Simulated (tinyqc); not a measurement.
# Changing the central-cell range lambda

Model: effective-mass impurity with a central-cell term, in a basis of Slater functions. Computed by tinyqc, a small Python program. Command: `OMP_NUM_THREADS=1 python tinyqc.py 3005408 3005409 out.jsonl centralcell sweep`. One thread of a shared host (Intel(R) Xeon(R) Processor @ 2.30GHz), about 0.02 s of CPU time with the checks.

The envelope obeys H = -nabla^2 - (2/r) [Z + A exp(-kappa r)] in effective units, with kappa = a*/lambda; positive A deepens the well near the core.

Inputs (values chosen for the exercise, with screening close to that of InAs): effective mass m = 0.248 m_0; dielectric constant eps = 14.8; charge Z of the core = 2; central-cell strength A = 3.3.

Impurity: acceptor, one isotropic band.

Constants: Ry = 13.605693123 eV; a_0 = 0.529177210903 angstrom.

Method:
- Units: Ry* = Ry m/eps^2 and a* = a_0 eps/m, with m in m_0.
- kappa = a*/lambda; the hydrogenic ground state is bound by Z^2 Ry*.
- For s functions exp(-zeta r), with s = zeta_i + zeta_j: S = 2/s^3, T = zeta_i zeta_j S, V = -2 Z/s^2, W = -2 A/(s + kappa)^2; each function is normalised by dividing by sqrt(S_ii S_jj).
- Large basis: zeta_i = 0.06 x 1.6^(i-1), i = 1..22, same formulas; for p functions r exp(-zeta r): S = 24/s^5, T = zeta_i zeta_j S (centrifugal term included), V = -12 Z/s^4, W = -12 A/(s + kappa)^4; overlap eigenvalues below 1e-11 are dropped.
- Binding energies are -E Ry*; the effective quantum number is nu = Z/sqrt(-E); |psi(0)|^2 is given relative to the hydrogenic Z^3/(pi a*^3).

One run for each value; columns: (1) central-cell range lambda (angstrom); (2) 1s binding energy (meV); (3) 2s binding energy (meV); (4) 2p binding energy (meV); (5) relative |psi(0)|^2; (6) kappa (1/a*):
```
(1)     (2)    (3)    (4)    (5)    (6)
0.57  62.62  15.53  15.40  1.339  55.40
0.71  63.17  15.60  15.40  1.453  44.48
0.89  64.04  15.70  15.40  1.618  35.48
1.10  65.30  15.85  15.41  1.841  28.71
1.40  67.58  16.11  15.41  2.216  22.56
1.70  70.41  16.42  15.41  2.661  18.58
2.20  76.39  17.03  15.42  3.558  14.35
2.70  83.86  17.71  15.43  4.615  11.70
```

What does the table show, and why?

Over the rows, 1s binding energy (meV) rises from 62.6 to 83.9 (exponent d ln y / d ln x 0.039 between the first rows and 0.46 between the last); 2s binding energy (meV) rises from 15.5 to 17.7 (exponent d ln y / d ln x 0.019 between the first rows and 0.19 between the last); 2p binding energy (meV) rises from 15.405 to 15.429. To first order the 1s shift grows as lambda^2 while kappa = a*/lambda is large against 2 Z, and more slowly after; 2p vanishes at the core and moves far less.
